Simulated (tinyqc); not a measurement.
Carrier lifetime from Shockley-Read-Hall, radiative, Auger and surface recombination: one step, computed by the program tinyqc.

Energies are counted from the top of the valence band. Boltzmann statistics, full ionisation, and equal excess densities of electrons and holes.

Question. Lifetimes at the given injection. With n = n_0 + dn, p = p_0 + dn and U/dn = 1/tau: (n p - n_i^2)/dn = n_0 + p_0 + dn = s; 1/tau_SRH = s/[tau_p0 (n + n1) + tau_n0 (p + p1)]; 1/tau_rad = B s; 1/tau_Aug = (C_n n + C_p p) s; the rates add, with 1/tau_s. Radiative efficiency = tau_eff/tau_rad; effective diffusion length = sqrt(D tau_eff).

Inputs (values chosen for the exercise, with bands modelled on InP):
```
quantity                   value        unit
temperature T                350           K
doping N                 2.3e+18       cm^-3
radiative coefficient B  3.7e-11      cm^3/s
Auger coefficient C_n    2.8e-31      cm^6/s
Auger coefficient C_p    3.3e-31      cm^6/s
excess density dn        1.1e+15       cm^-3
diffusion coefficient D      3.7      cm^2/s
thickness W                  420  micrometre
```

Doping: p-type. Surface term: two equal surfaces.

n_0 = 0.1142229 cm^-3

p_0 = 2.30e+18 cm^-3

tau_p0 = 3.307252e-05 s

n1 = 2305349 cm^-3

tau_n0 = 1.452960e-07 s

p1 = 1.139579e+11 cm^-3

tau_s = 8.236230e-05 s

Give: tau_SRH at dn; tau_rad at dn; tau_Aug at dn; effective lifetime at dn; radiative efficiency at dn; effective diffusion length at dn.

Answer.

tau_SRH at dn = 1.6111e-07 s

tau_rad at dn = 1.1745e-08 s

tau_Aug at dn = 5.7206e-07 s

effective lifetime at dn = 1.0740e-08 s

radiative efficiency at dn = 0.91443

effective diffusion length at dn = 1.9935 micrometre

Caution: the doping is near the effective density of states, where Boltzmann statistics fail and the gap narrows. Caution: the layer is thicker than two bulk diffusion lengths: adding 1/tau_s describes the late decay, and understates the surface loss in a steady state.
